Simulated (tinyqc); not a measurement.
Both approximations at x = 1/2: order-disorder in a binary alloy on two sublattices: Bragg-Williams and pair (quasi-chemical) approximations. Computed by tinyqc, a small Python program. Command: `OMP_NUM_THREADS=1 python tinyqc.py 3018984 3018985 out.jsonl order walk`. One thread of a shared host (Intel(R) Xeon(R) Processor @ 2.30GHz), about 0.01 s of CPU time with the checks.

All z = 8 neighbours of a site lie on the other sublattice. B fills the sublattices with x + eta/2 and x - eta/2; energies are per site, from the pure components: u = -z w y with y the probability of an A-B bond taken in one order.

Inputs (values chosen for the exercise, for a model alloy): ordering energy w = (e_AA + e_BB)/2 - e_AB = 9.8 meV; fraction x of B = 0.46.

Lattice: bcc (B2 order, z = 8).

Constants: k_B = 8.617333262e-05 eV/K.

Method. Bragg-Williams: k_B T_c = 2 z w x (1 - x). Pair approximation at x = 1/2: k_B T_c = w/ln(z/(z - 2)). At x = 1/2 the alloy is an Ising model with K = w/(2 k_B T). Bragg-Williams: eta = tanh(z K eta), neighbour correlation -eta^2. Pair: h = (z - 1) artanh(tanh K tanh h), eta = tanh(z h/(z - 1)), correlation -(tanh K + tanh^2 h)/(1 + tanh K tanh^2 h). T is given in units of the Bragg-Williams T_c at x = 1/2, z w/(2 k_B).

T_c, pair approximation at x = 1/2 = 395.312 K

Order and neighbour correlation:

| T/T_c | T (K) | eta, Bragg-Williams | correlation, Bragg-Williams | eta, pair | correlation, pair |
|---|---|---|---|---|---|
| 0.30 | 136.47 | 0.99741 | -0.99483 | 0.99734 | -0.99472 |
| 0.45 | 204.70 | 0.97398 | -0.94863 | 0.97096 | -0.94434 |
| 0.55 | 250.19 | 0.93553 | -0.87521 | 0.92253 | -0.85847 |
| 0.65 | 295.68 | 0.87207 | -0.76050 | 0.83171 | -0.71522 |
| 0.75 | 341.17 | 0.77552 | -0.60143 | 0.66642 | -0.50270 |
| 0.85 | 386.66 | 0.62950 | -0.39627 | 0.28927 | -0.20895 |
| 0.95 | 432.15 | 0.37949 | -0.14401 | 0.00000 | -0.13082 |
| 1.10 | 500.39 | 0.00000 | 0.00000 | 0.00000 | -0.11315 |
| 1.50 | 682.35 | 0.00000 | 0.00000 | 0.00000 | -0.08314 |

What does the comparison show, and why?

The pair approximation loses long-range order between T/T_c = 0.85 and 0.95, at 395 K, and keeps a correlation of -0.083 in the last row. At its own T_c the correlation is -1/(z - 1) = -0.143, so the fewer the neighbours, the more of the ordering energy is released above T_c.
